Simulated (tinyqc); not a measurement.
Complex band structure along [001] in sp3s* tight binding: sweeps and comparisons. A value that a table varies takes the place of the one given here.

For k = (0, 0, kz) the phase sums are g0 = cos(phi) and g3 = i sin(phi), phi = kz a/4, and the s, pz, s* orbitals of anion (a) and cation (c) decouple from px, py. With z = exp(i phi), H(z) = H0 + z T + T^T/z for any complex z. H0 is diagonal (Esa, Epa, Exa, Esc, Epc, Exc). The anion-cation block is B(z) = z U + W/z and the cation-anion block z W^T + U^T/z, where U has Vss/2 (s,s), Vsapc/2 (s,z), -Vscpa/2 (z,s), Vxx/2 (z,z), Vxapc/2 (s*,z), -Vpaxc/2 (z,s*), and W has the same values with the s-z and s*-z signs reversed. |z| = 1 is a band state, |z| < 1 decays along [001] as exp(-kappa d) over a distance d, kappa = -(4/a) ln|z|. No spin-orbit coupling.

Constants: hbar^2/2m0 = 3.80998211 eV angstrom^2.

Inputs chosen for the exercise (out of a larger set: near a published set for InP, fitted to gaps, whose masses and valley positions are rough (light masses up to twice too heavy); not measured data):
- p = (-8.501, 0.868, -1.49, 4.04, 8.232, 7.046, -5.351, 1.874, 4.248, 2.213, 5.542, 3.46, 4.494) eV (order Esa, Epa, Esc, Epc, Exa, Exc, Vss, Vxx, Vxy, Vsapc, Vscpa, Vxapc, Vpaxc)
- a = 5.866 angstrom (lattice constant)
- dE = 0.68 eV (E - Ev)

## Decay across the direct gap

Ev = -0.00105 eV
EG (direct gap) = 1.40256 eV

masses of this model, from the curvature at Gamma (m0): m_lh 0.09543, m_e 0.12389

kappa of the imaginary branch at Gamma against three formulas: parabolic from the valence edge, sqrt(m_lh E/c); parabolic from the conduction edge, sqrt(m_e (EG - E)/c); two-band (Franz), sqrt(m E (1 - E/EG)/c) with m = 2 m_lh m_e/(m_lh + m_e). E from Ev; c = hbar^2/2m0.

kappa (1/angstrom):
```
E/EG  E (eV)  tight binding  parabolic, valence  parabolic, conduction  two-band
0.05  0.0701         0.0410              0.0419                 0.2082    0.0434
0.15  0.2104         0.0678              0.0726                 0.1969    0.0711
0.25  0.3506         0.0831              0.0937                 0.1849    0.0863
0.35  0.4909         0.0925              0.1109                 0.1722    0.0950
0.50  0.7013         0.0987              0.1325                 0.1510    0.0996
0.65  0.9117         0.0960              0.1511                 0.1263    0.0950
0.75  1.0519         0.0885              0.1623                 0.1068    0.0863
0.85  1.1922         0.0742              0.1728                 0.0827    0.0711
0.95  1.3324         0.0461              0.1827                 0.0478    0.0434
```

The branch joins the light-hole and conduction bands and peaks, among these rows, at E/EG = 0.50 with kappa = 0.0987 1/angstrom. At mid-gap the parabola from the conduction edge is +53 % off and the two-band form +1.0 %; over 5 nm the parabola would misstate exp(-2 kappa d) by a factor 188.

## Band-to-band tunnelling in a uniform field

WKB at zero transverse momentum: T = exp(-2 I/(eF)), I = integral of kappa dE across the direct gap (8 Gauss-Legendre points in theta, E = EG sin^2 theta, 0 to pi/2); 1 MV/cm = 0.01 V/angstrom. The two-band form gives I = (pi/8) sqrt(m/c) EG^(3/2) with m = 2 m_lh m_e/(m_lh + m_e).

Tunnelling:
```
F (MV/cm)  path EG/eF (angstrom)  exponent 2I/eF  T, tight binding  T, two-band
0.50                       280.5          43.643          1.11e-19     8.68e-20
0.75                       187.0          29.095          2.31e-13     1.96e-13
1.00                       140.3          21.821          3.34e-10     2.95e-10
1.50                        93.5          14.548          4.81e-07     4.43e-07
2.00                        70.1          10.911          1.83e-05     1.72e-05
3.00                        46.8           7.274          0.000693     0.000665
4.00                        35.1           5.455           0.00427      0.00414
```

I, tight binding = 0.109107 eV/angstrom
I, two-band = 0.109728 eV/angstrom

The two-band integral is +0.57 % from the tight-binding one, which makes the two-band T 0.7799 times the other at 0.5 MV/cm and 0.9694 times at 4 MV/cm. Doubling the field from 1 to 2 MV/cm halves the exponent and raises T by a factor 5.48e+04.

## Energy and lattice constant

The slowest root of the s-pz block and the heavy-hole branch, sinh^2(kappa a/4) = ((E - Epa)(E - Epc) - Vxx^2)/(Vxx^2 - Vxy^2), at E = Ev + dE with Ev the lower root of [[Epa, Vxx], [Vxx, Epc]]; the couplings are kept when a changes. Each row changes one parameter from the base and keeps the others.

Results:
```
case                slowest kappa (1/angstrom)  heavy-hole kappa (1/angstrom)
base                                    0.0984                         0.2942
dE = 0.71 eV                            0.0987                         0.2992
a = 6.042 angstrom                      0.0956                         0.2856
```

The largest shifts from the base row, up to three for each result and ties (the steps differ in size, so this ranks the rows, not the parameters). slowest kappa (1/angstrom): a -0.0029, dE +0.0003. heavy-hole kappa (1/angstrom): a -0.0086, dE +0.0050. With the couplings fixed, kappa a stays, so kappa scales as 1/a.

Computed by tinyqc, a small Python program: `OMP_NUM_THREADS=1 python tinyqc.py 1481990 1481991 out.jsonl` (the numbers bound the seed that draws the inputs); one thread of a shared host (Intel(R) Xeon(R) Processor @ 2.30GHz), about 0.02 s for the whole set of steps.
